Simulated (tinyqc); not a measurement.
From results back to parameters: exchange-split free-electron bands and tunnelling magnetoresistance. Five cases, with inputs chosen for the exercise.

Problem. The electron density n_up + n_dn and the polarisation of the density of states, P = (k_up - k_dn)/(k_up + k_dn), are given; EF and Dx are hidden.

Majority and minority bands E = c k^2/m -/+ Dx/2, c = hbar^2/2m0, so k_up = sqrt(m (EF + Dx/2)/c), k_dn = sqrt(m (EF - Dx/2)/c); n_s = k_s^3/(6 pi^2), D_s = m k_s/(4 pi^2 c).

Constants: hbar^2/2m0 = 3.80998211 eV angstrom^2.

Case 1.

Values chosen: m = 1.16 m0 (mass in the electrodes).
n = 0.0582573 1/angstrom^3
P = 0.584351

Case 2.

Values chosen: m = 1.11 m0 (mass in the electrodes).
n = 0.0453588 1/angstrom^3
P = 0.548412

Case 3.

Values chosen: m = 1.09 m0 (mass in the electrodes).
n = 0.0343536 1/angstrom^3
P = 0.484035

Case 4.

Values chosen: m = 1.16 m0 (mass in the electrodes).
n = 0.0683752 1/angstrom^3
P = 0.292424

Case 5.

Values chosen: m = 1 m0 (mass in the electrodes).
n = 0.0148970 1/angstrom^3
P = 0.264981

Find: k_up, k_dn; EF; Dx.

Solution. k_dn/k_up = (1 - P)/(1 + P); n then fixes k_up; EF is the mean and Dx the difference of the two kinetic energies.

Case 1.

k_up, k_dn (1/angstrom): 1.5020  0.3941

EF = 3.96 eV
Dx = 6.90 eV

Case 2.

k_up, k_dn (1/angstrom): 1.3788  0.4021

EF = 3.54 eV
Dx = 5.97 eV

Case 3.

k_up, k_dn (1/angstrom): 1.2498  0.4345

EF = 3.06 eV
Dx = 4.80 eV

Case 4.

k_up, k_dn (1/angstrom): 1.5151  0.8295

EF = 4.90 eV
Dx = 5.28 eV

Case 5.

k_up, k_dn (1/angstrom): 0.9035  0.5250

EF = 2.08 eV
Dx = 2.06 eV

Computed by tinyqc, one run a case: `OMP_NUM_THREADS=1 python tinyqc.py N N+1 out.jsonl` with N = 1681420, 1681455, 1681570, 1681573, 1681648; one thread of a shared Intel(R) Xeon(R) Processor @ 2.30GHz, about 0.01 s a run at most.
